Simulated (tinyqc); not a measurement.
# Six-transistor SRAM cell, nodal equations and margins: effects of single changes

Two cross-coupled inverters (pull-down bn, pull-up bp) hold the nodes Q and QB; access transistors (ba, threshold VTn, gate on the word line at Vdd when selected) join them to the bit lines. Transistor (EKV form, voltages against the body): I = 2 n b Vt^2 [F(vp - Vs) - F(vp - Vd)] from drain to source, F(v) = ln^2(1 + exp(v/(2 Vt))), vp = (Vg - VT + sg |Vd - Vs|)/n. n-channel bodies are at 0; for the p-channel device all voltages are counted down from Vdd. b in uA/V^2 gives I in uA. For an access transistor the bit line is the drain and the node the source. In a read both bit lines are at Vdd. The cell is symmetric (no mismatch).

Parameters, values chosen for the exercise:
```
symbol,value,unit,meaning
T,250,K,temperature
Vdd,0.5,V,supply voltage
n,1.42,,slope factor
sg,0.087,,drain-induced barrier lowering
VTn,0.32,V,n-channel threshold
VTp,0.36,V,p-channel threshold (magnitude)
bn,250,uA/V^2,gain factor of the pull-down transistor
ba,170,uA/V^2,gain factor of the access transistor
bp,120,uA/V^2,gain factor of the pull-up transistor
```

Constants: q = 1.602176634e-19 C, kB = 1.380649e-23 J/K, Vt = kB T/q. Results are converted to the units shown.

Each table varies one quantity; the others keep the values above.

## Effect of the gain factor of the pull-down transistor

f(x) is the node voltage of one half-cell for input x: In = Ip in hold, In = Ip + Ia in a read. Static noise margin: side of the largest square between the curve (x, f(x)) and its mirror image (f(y), y); with h(c) the root x of f(x) - x = c, it is the maximum over c > 0 of h(c) - h(-c) + c. Q is the low node in a read and Iread the current of its access transistor. The write trip is the voltage to which the bit line of the high node must fall (the other staying at Vdd) for that state to vanish; higher is easier, and a negative value means that a grounded bit line does not write.

Effect of the gain factor of the pull-down transistor:

| bn (uA/V^2) | hold margin (mV) | read margin (mV) | Q in a read (mV) | Iread (uA) | write trip (mV) |
|---|---|---|---|---|---|
| 160 | 194.4 | 92.98 | 56.61 | 1.246 | 116.7 |
| 210 | 192.0 | 95.84 | 48.36 | 1.450 | 111.3 |
| 270 | 189.5 | 98.61 | 41.26 | 1.641 | 106.4 |
| 360 | 186.4 | 101.9 | 33.88 | 1.854 | 100.9 |
| 470 | 183.3 | 105.0 | 27.84 | 2.040 | 96.02 |
| 620 | 179.8 | 108.2 | 22.42 | 2.216 | 91.24 |

As bn goes from 160 to 620 uA/V^2, the read margin rises from 93.0 to 108 mV, the write trip falls from 117 to 91.2 mV and Iread rises from 1.25 to 2.22 uA. The read margin is 0.48 of the hold margin in the first row and 0.60 in the last. Read stability and write ability pull in opposite directions. For bn = 160 to 270 uA/V^2 the read margin is under 100 mV, which threshold mismatch, left out here, can use up in a large array.

## Effect of the gain factor of the access transistor

Same model as above.

The same in every row: hold margin (mV) = 190.3.

Result of one run:

| ba (uA/V^2) | read margin (mV) | Q in a read (mV) | Iread (uA) | write trip (mV) |
|---|---|---|---|---|
| 87 | 112.7 | 27.03 | 1.057 | 66.78 |

What becomes of these results when the gain factor of the access transistor ba is changed from 87 to 170 uA/V^2, all else the same?

Result of the changed run:

| ba (uA/V^2) | read margin (mV) | Q in a read (mV) | Iread (uA) | write trip (mV) |
|---|---|---|---|---|
| 170 | 97.75 | 43.37 | 1.582 | 107.9 |

The whole series:

| ba (uA/V^2) | read margin (mV) | Q in a read (mV) | Iread (uA) | write trip (mV) |
|---|---|---|---|---|
| 62 | 120.3 | 20.67 | 0.8296 | 41.80 |
| 87 | 112.7 | 27.03 | 1.057 | 66.78 |
| 120 | 105.5 | 34.28 | 1.300 | 87.67 |
| 170 | 97.75 | 43.37 | 1.582 | 107.9 |
| 230 | 91.04 | 52.18 | 1.831 | 123.7 |
| 320 | 83.79 | 62.52 | 2.092 | 139.7 |

As ba goes from 62 to 320 uA/V^2, the read margin falls from 120 to 83.8 mV, the write trip rises from 41.8 to 140 mV and Iread rises from 0.830 to 2.09 uA. The read margin is 0.63 of the hold margin in the first row and 0.44 in the last. Read stability and write ability pull in opposite directions. For ba = 170 to 320 uA/V^2 the read margin is under 100 mV, which threshold mismatch, left out here, can use up in a large array.

tinyqc, about 0.1 s, one thread, Intel Xeon 2.30GHz (shared host): `OMP_NUM_THREADS=1 python tinyqc.py 2340079 2340080 out.jsonl`
